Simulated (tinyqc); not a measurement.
Strain-driven crossing of the Gamma and L valleys in a germanium-like crystal alloyed with tin, step by step. Values are carried at full precision from step to step, so a last printed digit may differ when a step is redone from the rounded ones.

With tin the unstrained gaps become E(y) = (1 - y) E + y EgS - CS y (1 - y); all other values are kept.
Constants: kB = 8.617333262e-05 eV/K; hc = 1239.841984 eV nm.

Parameters, chosen for this exercise (near those of Ge, gaps at low temperature; not measured data): Eg = 0.913 eV (gap at Gamma to the s-like level); EgL = 0.741 eV (gap to L); EgS = (-0.378, 0.05) eV (Gamma and L gaps of the tin end); CS = (2.16, 1.11) eV (bowing of the Gamma and L gaps); y = 0.057 (tin fraction); C11 = 129.5 GPa; C12 = 49.1 GPa; C44 = 66.5 GPa; load = uniaxial [111] (kind of strain); e0 = 0.0298 (size of the strain); Dso = 0.285 eV (spin-orbit splitting); ac = -8.28 eV (conduction deformation potential); av = 1.25 eV (valence hydrostatic potential); b = -2.56 eV (tetragonal shear potential); d = -5.38 eV (trigonal shear potential); aL = -1.65 eV (hydrostatic potential of the L edge, Xd + Xu/3); XuL = 15.95 eV (uniaxial potential, L); mG = 0.0394 m0 (mass at Gamma); mL = 0.568 m0 (density-of-states mass of the four L valleys together); T = 200 K (temperature).

## Gaps of the unstrained alloy

Give both gaps, their difference, and the y at which they cross (the root of a quadratic between 0 and 0.3).

Gamma and L gaps (eV): 0.7233  0.6419

Gamma - L = 0.0814 eV
crossing y = 0.1123

Without strain the alloy is indirect.

## The strain tensor for a uniaxial [111] load

Biaxial loads: e0 is the in-plane strain e_par and the normal is free. (001): e_perp = -2 (C12/C11) e_par; exx = eyy = e_par, ezz = e_perp, no shear. (111): e_perp = -(2 C11 + 4 C12 - 4 C44)/(C11 + 2 C12 + 4 C44) e_par; exx = eyy = ezz = (2 e_par + e_perp)/3 and exy = eyz = ezx = (e_perp - e_par)/3. (110): e_perp = -(C11 + 3 C12 - 2 C44)/(C11 + C12 + 2 C44) e_par; exx = eyy = (e_par + e_perp)/2, ezz = e_par, exy = (e_perp - e_par)/2, eyz = ezx = 0. Uniaxial loads: a stress along n, scaled so that n.e.n = e0, with exx = s11 sxx + s12 (syy + szz), exy = s44 sxy/2, s11 = (C11 + C12)/((C11 - C12)(C11 + 2 C12)), s12 = -C12/((C11 - C12)(C11 + 2 C12)), s44 = 1/C44.

Form the tensor and its trace.

strain tensor in the cubic axes:
```
          x         y         z
x  0.006736  0.011532  0.011532
y  0.011532  0.006736  0.011532
z  0.011532  0.011532  0.006736
```

tr(e) = 0.020208

## Band edges

Edges from the unstrained valence top: Gamma at Eg + ac tr(e); an L valley with unit axis u at EgL + aL tr(e) + XuL (u.e.u - tr(e)/3), u along [111], [1-1-1], [-11-1], [-1-11]; valence edges are the levels of the 6 x 6 matrix of X, Y, Z times spin with -Dso/3 + l exx + m (eyy + ezz) on the diagonal (cyclic), n exy off it, l = av + 2 b, m = av - b, n = sqrt(3) d. Spin-orbit term (Dso/3) L.sigma on X, Y, Z with (L_k)_ij = -i epsilon_kij: <X+|H|Y+> = -i Dso/3, <X+|H|Z-> = Dso/3, <Y+|H|Z-> = -i Dso/3, <Z+|H|X-> = -Dso/3, <Z+|H|Y-> = i Dso/3, <X-|H|Y-> = i Dso/3, and their conjugates; + and - are the spin along z.

Give the edges and the direct and indirect gaps from the top valence edge.

Gamma edge = 0.5560 eV

L edges (eV): [111] 0.9765, [1-1-1] 0.4860, [-11-1] 0.4860, [-1-11] 0.4860

valence edges from the top (eV): 0.1327  0.0050  -0.3470

direct and indirect gap (eV): 0.4233  0.3533

The gap is indirect: Gamma lies 70 meV above the lowest L valley. The top two valence edges are 128 meV apart.

## Electrons in the Gamma valley

Non-degenerate, parabolic: share = mG^(3/2)/(mG^(3/2) + (mL^(3/2)/4) sum_i exp(-(E_Li - E_Gamma)/kT)). Also the offset at which four equal L valleys hold half of the electrons, kT ln((mL/mG)^(3/2)), and the wavelength hc/E of the direct gap.

(mL/mG)^(3/2) = 54.74
share in Gamma = 0.0419 %
offset for an even split = 69.0 meV
wavelength = 2929 nm

With the L valleys as they lie here, Gamma must be 64 meV below the lowest of them to hold half of the electrons at 200 K; it lies 70 meV above. A direct gap alone is not enough.

## Checks

- Gamma and lowest L edge at e0 = 0.21357, where the linear shifts make them meet (eV): both -0.4758.

(tinyqc, `OMP_NUM_THREADS=1 python tinyqc.py 1081053 1081054 out.jsonl`, Intel(R) Xeon(R) Processor @ 2.30GHz, 1 thread, shared host, about 0.01 s.)
